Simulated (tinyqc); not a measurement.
Bias-temperature instability, empirical power law with universal recovery: two steps of the calculation.

Threshold-voltage shift at the end of a stress: dV = A (V/V0)^g exp[-(Ea q/kB)(1/T - 1/T0)] (t/1 s)^n. After a delay tr the permanent share pp stays and the rest falls by r = 1/(1 + B (tr/t)^be). An empirical model: its parameters are fits, not properties.

Parameters, values chosen for the exercise:
```
symbol,value,unit,meaning
V0,1.9,V,reference stress voltage
T0,398,K,reference temperature
A,6.1,mV,shift after 1 s at V0 and T0
n,0.14,,time exponent
g,5.1,,voltage exponent
Ea,0.08,eV,apparent activation energy of the shift
pp,0.49,,permanent share
B,3.8,,recovery scale
be,0.19,,recovery dispersion
V,0.83,V,use voltage
T,378,K,use temperature
dc,70,mV,failure criterion
tr,0.001,s,delay before the measurement
```

Constants: q = 1.602176634e-19 C, kB = 1.380649e-23 J/K. Results are converted to the units shown.

Task 1. Shift and lifetime at use conditions. The lifetime solves dV = dc; ten years are 3.15576e8 s.

Give: voltage factor; temperature factor; shift after ten years; lifetime; largest voltage for ten years.

Result 1.

voltage factor = 0.014644
temperature factor = 0.88390
shift after ten years = 1.2225 mV
lifetime = 3.597e13 years
largest voltage for ten years = 1.8355 V

The device passes: the shift at ten years is below dc. A lifetime beyond 100 years is a far extrapolation of the power law. In time the voltage exponent is g/n = 36.4 and the activation energy Ea/n = 0.571 eV.

Task 2. What a delayed measurement sees. At V0 and T0, measured shift = dV [pp + (1 - pp) r]; the apparent exponent is the slope of ln(shift) against ln t between the first and last point.

t, point 0 to 2 (s): 100  1000  10000

Wanted: dV; share left; measured; apparent n.

Result 2.

```
point	dV (mV)	share left	measured (mV)
0	11.623	0.84755	9.8514
1	16.045	0.88991	14.278
2	22.148	0.92303	20.443
```

apparent n = 0.15853

The delay hides 7.70 % of the last shift and raises the exponent from 0.14 to 0.159, since short stresses recover by a larger share.

tinyqc, about 0.01 s, one thread, Intel Xeon 2.30GHz (shared host): `OMP_NUM_THREADS=1 python tinyqc.py 2070085 2070086 out.jsonl`
